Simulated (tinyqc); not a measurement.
Kinetic against equilibrium segregation over temperature: surface segregation during layer-by-layer epitaxy: two-layer exchange kinetics and the shape of quantum wells and delta layers. Computed by tinyqc, a small Python program. Command: `OMP_NUM_THREADS=1 python tinyqc.py 3001097 3001098 out.jsonl mbeseg walk`. One thread of a shared host (Intel(R) Xeon(R) Processor @ 2.30GHz), about 0.02 s of CPU time with the checks.

Atoms A and B exchange only between the growing layer and the one below it. B is supplied for N layers, then pure A follows.

Inputs (values chosen for the exercise, close to those used for germanium in silicon): barrier E1 for B to move up = 1.58 eV; segregation energy E_s = 0.29 eV; attempt frequency nu = 10 THz; growth rate G = 0.29 layers/s; share x0 of B in the flux during the well = 0.2; layers in the well N = 10; layer thickness = 1.36 angstrom; temperature T = 340 C.

Constants: k_B = 8.617333262e-05 eV/K.

Method:
- p1 = nu exp(-E1/(k_B T)) (B up, A down), p2 = nu exp(-(E1 + E_s)/(k_B T)) (B down); time per layer tau = 1/G; K = p1/p2.
- Temperatures in kelvin are T(C) + 273.15.
- Each layer is deposited complete with B share x_dep and then exchanges for the time tau = 1/G with the layer below, whose share is b (total c = s + b fixed): ds/dt = p1 b (1 - s) - p2 s (1 - b), s(0) = x_dep. With the roots s1 < s2 of the right side, (s - s1)/(s - s2) = [(s(0) - s1)/(s(0) - s2)] exp(-(p1 - p2)(s2 - s1) tau). The lower layer is then buried with c - s, and s becomes the b of the next layer.
- In the dilute tail each layer passes up the share R = R_eq (1 - exp(-(p1 + p2) tau)); decay length = -layer thickness/ln R.
- R_eq = K/(1 + K).

Segregation:
```
T (C)      p1 tau     R_eq           R  decay length (angstrom)  peak share
220    2.4586e-03  0.99891  2.4556e-03               2.2631e-01     0.20000
260    4.0006e-02  0.99819  3.9215e-02               4.1992e-01     0.20000
300    4.4103e-01  0.99719  3.5642e-01               1.3183e+00     0.20000
340    3.5548e+00  0.99588  9.6783e-01               4.1590e+01     0.19754
380    2.2189e+01  0.99425  9.9425e-01               2.3576e+02     0.19997
420    1.1212e+02  0.99227  9.9227e-01               1.7529e+02     0.19995
460    4.7474e+02  0.98995  9.8995e-01               1.3466e+02     0.19988
500    1.7313e+03  0.98729  9.8729e-01               1.0634e+02     0.19975
```

What does the comparison show, and why?

The decay length peaks at 380 C among these rows: below, exchange is too slow; above, equilibrium rules and K = exp(E_s/(k_B T)) falls. p1 tau passes 1 between 300 and 340 C, below which sharp interfaces can be grown. Caution: decay lengths below one layer thickness are only formal.

Extremes, crossings and ranges named in words are read from the listed rows.
